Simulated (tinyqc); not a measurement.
One-dimensional ballistic tunnel FET, two-band WKB: one step of the calculation.

A p-type source for x < 0 with its Fermi level at 0 and its valence edge at ds; in the channel the bands fall as D exp(-x/lam) towards their flat values, with the conduction edge at Ec = ds - dP and D = dP + Eg. The gate moves dP one to one. The drain Fermi level lies at -Vd and the drain side reflects nothing. For w = E - Ec between 0 and dP an electron crosses the gap. Two-band dispersion with equal masses m: inside the gap kappa = sqrt(m u (1 - u/Eg)/C), u the distance from a band edge, C = hbar^2/(2 m0).

Task. The exponent in closed form. S(w) = 2 lam int_0^Eg kappa(u) du/(w + Eg - u) = 2 pi lam sqrt(m/(C Eg)) [w + Eg/2 - sqrt(w (w + Eg))], T(w) = exp(-S). The common triangular estimate is S = (4/3) lam sqrt(m/C) Eg^1.5/(dP + Eg) for all w.

Values chosen for this exercise; band and dielectric values close to those of indium arsenide: band gap Eg = 0.351 eV; band-edge mass of the two-band model m = 0.024 m0; screening length of the source junction lam = 1.5 nm; tunnelling window Ev(source) - Ec(channel) dP = 0.21 eV; energy above the channel conduction edge w0 = 0.068 eV.

Constants: q = 1.602176634e-19 C, hbar = 1.054571817e-34 J s, m0 = 9.1093837015e-31 kg, hbar^2/(2 m0) = 0.0380998212 eV nm^2. Results are converted to the units shown.

Find: S(w0); T(w0); triangular S.

Result.

S(w0) = 0.9432
T(w0) = 0.3894
triangular S = 0.5884

Program tinyqc, `OMP_NUM_THREADS=1 python tinyqc.py 2620067 2620068 out.jsonl`; Intel Xeon 2.30GHz, shared host, one thread, about 0.01 s.
